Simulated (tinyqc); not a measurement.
Worked calculation: RHF in the 6-31g basis, for H3+, spin multiplicity 1. One step of it, computed by the program tinyqc.

Problem. Orthogonalisation. S = U s U^T; symmetric (Loewdin) form X = U s^(-1/2) U^T, so that X^T S X = 1.

overlap S, lower triangle:
```
          1H 1s     1H 2s     2H 1s     2H 2s     3H 1s     3H 2s
1H 1s  1.000000
1H 2s  0.658292  1.000000
2H 1s  0.044202  0.210957  1.000000
2H 2s  0.210957  0.497082  0.658292  1.000000
3H 1s  0.044240  0.211028  0.044240  0.211028  1.000000
3H 2s  0.211028  0.497185  0.211028  0.497185  0.658292  1.000000
```

Give: eigenvalues of S; X.

Solution.

eigenvalues of S: 0.2279  0.2280  0.3700  1.2306  1.2307  2.7128

X, lower triangle:
```
         1H 1s    1H 2s    2H 1s    2H 2s    3H 1s   3H 2s
1H 1s   1.2610
1H 2s  -0.5142   1.4866
2H 1s   0.0325   0.0180   1.2610
2H 2s   0.0180  -0.2807  -0.5142   1.4866
3H 1s   0.0325   0.0180   0.0325   0.0180   1.2610
3H 2s   0.0180  -0.2808   0.0180  -0.2808  -0.5142  1.4867
```
